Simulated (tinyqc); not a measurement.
On-chip interconnect, size-dependent resistivity and RC delay: two steps of the calculation.

A rectangular line between two neighbours and two ground planes. Surface and grain-boundary scattering are added to the bulk resistivity as corrections; capacitances are parallel-plate values without fringing; inductance is ignored.

Parameters, values chosen for the exercise; metal values close to those of copper: line length Lw = 120 um; driver resistance Rd = 5100 ohm; load capacitance Cl = 2.5 fF; time step dt = 22 ps.

Problem 1. Ladder and Elmore delays. 7 equal pi sections: series Rs = r Lw/7; node capacitances c Lw/7, halved at nodes 0 and 7, with Cl added to node 7; Rd feeds node 0. Elmore delay of node k: the sum, over the resistors on the path to k, of resistance times all capacitance downstream of it.

r = 34.223472 ohm/um
c = 0.16595614 fF/um

Find: Rs; C; Elmore delay.

Solution 1.

Rs = 586.7 ohm

```
node  C (fF)  Elmore delay (ps)
0      1.422              114.3
1      2.845              126.6
2      2.845              137.3
3      2.845              146.3
4      2.845              153.6
5      2.845              159.2
6      2.845              163.2
7      3.922              165.5
```

The far-end value equals Rd (c Lw + Cl) + r Lw (c Lw/2 + Cl) for any number of pi sections; the line resistance contributes 30.9 % of it.

Problem 2. Node voltages after a time step. A 1 V step is applied behind Rd at t = 0. C dv/dt = -G v + b, with G the conductance matrix of the ladder (1/Rs between neighbours, 1/Rd added at node 0) and b = (1 V/Rd, 0, ...). Trapezoidal step: (C/dt + G/2) v(new) = (C/dt - G/2) v + b.

Rs = 586.68809 ohm

```
node     C (fF)  v at t = 0 (V)
0     1.4224812               0
1     2.8449624               0
2     2.8449624               0
3     2.8449624               0
4     2.8449624               0
5     2.8449624               0
6     2.8449624               0
7     3.9224812               0
```

Wanted: v at t = 1 dt.

Solution 2.

v at t = 1 dt, node 0 to 7 (V): 0.4510  0.3070  0.2096  0.1440  0.1003  0.0718  0.0542  0.0448

Range of the model: The metal width is under the mean free path, where the thick-limit surface term and the simple sum of corrections lose accuracy.

Program tinyqc, `OMP_NUM_THREADS=1 python tinyqc.py 2100168 2100169 out.jsonl`; Intel Xeon 2.30GHz, shared host, one thread, about 0.01 s.
